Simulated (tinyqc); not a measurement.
Schottky emission and Poole-Frenkel conduction in an insulator, and how to tell them apart: one step of the calculation.

Schottky emission (electrode-limited): J = As T^2 exp[-(pb - b sqrt(F))/Vt], b = sqrt(q/(4 pi eps0 ei)). Poole-Frenkel emission (bulk-limited): J = s0 F exp[-(pt - 2 b sqrt(F))/Vt]. F in V/cm.

Question. Which mechanism made these data. The data come from another sample of the same dielectric, in which one mechanism alone limits the current. Fit straight lines by least squares: ln J on sqrt(F) (Schottky plot, slope b/Vt) and ln(J/F) on sqrt(F) (Poole-Frenkel plot, slope 2 b/Vt), F in V/cm, and read a permittivity from each slope. The right mechanism gives a value near ei, and in any case between ei and es.

Parameters, values chosen for the exercise; dielectric values close to those of hafnium oxide:
- T = 325 K (temperature)
- ei = 4.48 (high-frequency relative permittivity)
- es = 21.8 (static relative permittivity)

Constants: q = 1.602176634e-19 C, kB = 1.380649e-23 J/K, Vt = kB T/q, eps0 = 8.8541878128e-14 F/cm where lengths are in cm. Results are converted to the units shown.

| point | F (MV/cm) | J (A/cm^2) |
|---|---|---|
| 0 | 1.12 | 2.369e-6 |
| 1 | 1.8 | 0.0001432 |
| 2 | 2.48 | 0.003906 |
| 3 | 3.15 | 0.06423 |
| 4 | 3.83 | 0.8049 |
| 5 | 4.5 | 7.749 |

Wanted: slope of the Schottky plot; permittivity read as Schottky; slope of the Poole-Frenkel plot; permittivity read as Poole-Frenkel.

Answer.

slope of the Schottky plot = 0.014101 (cm/V)^0.5
permittivity read as Schottky = 0.92326
slope of the Poole-Frenkel plot = 0.012803 (cm/V)^0.5
permittivity read as Poole-Frenkel = 4.4799

Both plots are nearly straight, so straightness decides nothing. Read as Poole-Frenkel the data give 4.48, which matches ei = 4.48; read as Schottky they give 0.923, below 1 and impossible. The data are Poole-Frenkel.

Computed by the program tinyqc: `OMP_NUM_THREADS=1 python tinyqc.py 2370082 2370083 out.jsonl`, one thread of a shared Intel Xeon 2.30GHz, about 0.01 s for the whole run.
